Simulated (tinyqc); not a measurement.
Potential-pH (Pourbaix) lines of a metal, its cation, its oxide and an oxyanion, with a complexing ligand: one step, computed by the program tinyqc.

Potentials are against the standard hydrogen electrode; solids and water have unit activity; dG_f of M, H+ and the electron is zero; F = e N_A and s = R T ln(10)/F. The cation carries z = 2.

Problem. Mixed potential with oxygen reduction. Anodic i = i0a 10^((E - E_a)/b_a) with E_a the cation line with ligand; cathodic i = i0c 10^((E_c - E)/b_c) with E_c the oxygen line; supply caps the cathodic current, 1/i_c = 1/i(Tafel) + 1/i_L. E_corr makes the two currents equal. Without the cap it would be [b_c E_a + b_a E_c + b_a b_c log10(i0c/i0a)]/(b_a + b_c). Rate = i V_m/(z F). Films are left out.

Inputs (values chosen for the exercise, modelled on iron): temperature T = 298.15 K; limiting current density i_L = 7e-05 A/cm^2; molar volume V_m = 7.09 cm^3/mol.

Species: M, M2+, MO, MO2(2-).

exchange current densities, metal and cathodic (A/cm^2): 1.3e-07  2.3e-12

Tafel slopes, anodic and cathodic (mV/decade): 55  105

cation line with ligand = -0.6997975 V

oxygen line = 0.6432139 V

Constants: e = 1.602176634e-19 C; N_A = 6.02214076e+23 1/mol.

Give: E_corr without the cap; corrosion potential E_corr; corrosion current density; i/i_L; etch rate.

Solution.

E_corr without the cap = -0.40966 V

corrosion potential E_corr = -0.54959 V

corrosion current density = 6.9991e-05 A/cm^2

i/i_L = 0.99987

etch rate = 1.5429 nm/min

The current sits at the supply limit: stirring or more oxidant, not the ligand, sets the rate. Caution: other oxidation states, hydroxides and hydrides are left out, and the lines say nothing of rates.
